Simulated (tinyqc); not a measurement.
Configuration-coordinate model of carrier capture at a defect: one step. Optical transitions. Four cases, with inputs chosen for the exercise.

Question. Vertical ionisation from the trapped minimum costs ET + ER; vertical capture from the free minimum releases ET - ER (none if negative); the band has a standard deviation sqrt(S hw^2 coth(hw/2kT)) with S = ER/hw, and a full width 2.35482 times that.

Two parabolas of equal curvature k in one coordinate Q: with the carrier free at the band edge, U_f = k Q^2/2; with the carrier trapped, U_t = k (Q - dQ)^2/2 - ET. ER = k dQ^2/2, Huang-Rhys factor S = ER/hw, hw = 0.0646541 sqrt(k/M) eV for k in eV/angstrom^2 and M in u. The curves cross at a height Eb = (ER - ET)^2/(4 ER) above the free minimum.

Constants: kB = 8.617333262e-05 eV/K.

Give: energies; coth(hw/2kT); standard deviation; full width.

Case 1.

Values chosen (of the size met at a DX centre in AlGaAs; shifted at random, so the results belong to these values and not to a real crystal): ET = 0.18 eV (thermal depth of the level below the band edge); ER = 0.74 eV (relaxation energy); hw = 0.012 eV (phonon energy of the mode); T = 200 K (temperature).

Answer.

energies (eV): ionisation peak 0.920, zero-phonon 0.180, emission peak -0.560

coth(hw/2kT) = 2.9876
standard deviation = 0.1629 eV
full width = 0.3836 eV

Vertical capture would need energy: there is no luminescence peak (at most a tail of the broadened line), and a carrier freed by light must cross the barrier Eb to return or tunnel through it; where tunnelling is slow this gives persistent photoconductivity at low temperature. The optical peak exceeds the thermal depth by a factor 5.11.

Case 2.

Values chosen (of the size met at a vacancy centre in SiC; shifted at random, so the results belong to these values and not to a real crystal): ET = 0.67 eV (thermal depth of the level below the band edge); ER = 0.35 eV (relaxation energy); hw = 0.043 eV (phonon energy of the mode); T = 77 K (temperature).

Answer.

energies (eV): ionisation peak 1.020, zero-phonon 0.670, emission peak 0.320

coth(hw/2kT) = 1.0031
standard deviation = 0.1229 eV
full width = 0.2893 eV

Radiative capture would peak at 0.320 eV. The optical peak exceeds the thermal depth by a factor 1.52.

Case 3.

Values chosen (of the size met at a vacancy centre in SiC; shifted at random, so the results belong to these values and not to a real crystal): ET = 0.83 eV (thermal depth of the level below the band edge); ER = 0.45 eV (relaxation energy); hw = 0.058 eV (phonon energy of the mode); T = 400 K (temperature).

Answer.

energies (eV): ionisation peak 1.280, zero-phonon 0.830, emission peak 0.380

coth(hw/2kT) = 1.4566
standard deviation = 0.1950 eV
full width = 0.4591 eV

Radiative capture would peak at 0.380 eV. The optical peak exceeds the thermal depth by a factor 1.54.

Case 4.

Values chosen (of the size met at a DX centre in AlGaAs; shifted at random, so the results belong to these values and not to a real crystal): ET = 0.1 eV (thermal depth of the level below the band edge); ER = 0.71 eV (relaxation energy); hw = 0.013 eV (phonon energy of the mode); T = 400 K (temperature).

Answer.

energies (eV): ionisation peak 0.810, zero-phonon 0.100, emission peak -0.610

coth(hw/2kT) = 5.3657
standard deviation = 0.2225 eV
full width = 0.5240 eV

Vertical capture would need energy: there is no luminescence peak (at most a tail of the broadened line), and a carrier freed by light must cross the barrier Eb to return or tunnel through it; where tunnelling is slow this gives persistent photoconductivity at low temperature. The optical peak exceeds the thermal depth by a factor 8.10.

Computed by tinyqc, one run a case: `OMP_NUM_THREADS=1 python tinyqc.py N N+1 out.jsonl` with N = 1450837, 1451089, 1451174, 1451284; one thread of a shared Intel(R) Xeon(R) Processor @ 2.30GHz, about 0.01 s a run at most.
